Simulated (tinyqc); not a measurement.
Koster-Slater impurity in a tight-binding band, by Green functions and by supercells: one step, computed by the program tinyqc.

One orbital per site, e(k) = -2 t sum cos(k_i) over 3 direction(s), band from -6 t to 6 t, lattice constant 1. One site has the extra energy U. Spin is left out.

Task: The level in the supercell. In a periodic cell of N sites along each direction with Bloch vector K, the level solves 1/U = N^-d sum_k 1/(E - e(k)), k_i = (2 pi m_i + K_i)/N, m_i = 0..N-1; the outermost root on the side of U is taken (bisection). d is the number of directions. Gamma means K_i = 0, the zone corner K_i = pi, the quarter point K_i = pi/2. The error is measured against the isolated level E_b.

Inputs (values chosen for the exercise, for a model band): hopping t = 2 eV; impurity potential U = 13.3 eV; supercell edge N = 4 sites.

Lattice: simple cubic.

level E_b = 15.25058 eV

Give: level at Gamma; level at the corner; level at the quarter point; error at Gamma; width between Gamma and the corner.

Result:

level at Gamma = 15.34 eV

level at the corner = 15.17 eV

level at the quarter point = 15.25 eV

error at Gamma = 0.09070 eV

width between Gamma and the corner = 0.1689 eV

Images turn the level into a band 0.169 eV wide; the quarter point misses the isolated level by -3.1e-4 eV, far less than Gamma, because the leading hopping between images averages out there.
